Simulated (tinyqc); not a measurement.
## Permittivity of the insulator from five potentials

Question. A node lies on a semiconductor-insulator interface. Steps: hs = tb/3 down into the semiconductor, ho = tox/2 up into the insulator, hy = L/6 sideways. The flux balance of its box reads eox (hy/ho)(above - node) + eps_r (hy/hs)(below - node) + [(eps_r hs + eox ho)/(2 hy)](left + right - 2 node) - q Na (hs/2) hy/eps0 = 0. Find eox.

Values chosen for this exercise; semiconductor permittivity close to that of silicon:
```
symbol   value   unit                                     meaning
eps_r     11.8         relative permittivity of the semiconductor
tb           4     nm                              body thickness
tox        3.7     nm                         insulator thickness
L           25     nm                              channel length
Na      5.1e17  cm^-3       acceptor density of the depleted body
```

Constants: q = 1.602176634e-19 C, eps0 = 8.8541878128e-14 F/cm where lengths are in cm. Results are converted to the units shown.

psi (V): node 0.37508145, above 0.23282199, below 0.47266277, left 0.15675187, right 1.19

Answer. The balance is linear in eox.

eox = 25.0

Program tinyqc, `OMP_NUM_THREADS=1 python tinyqc.py 2480136 2480137 out.jsonl`; Intel Xeon 2.30GHz, shared host, one thread, about 0.2 s.
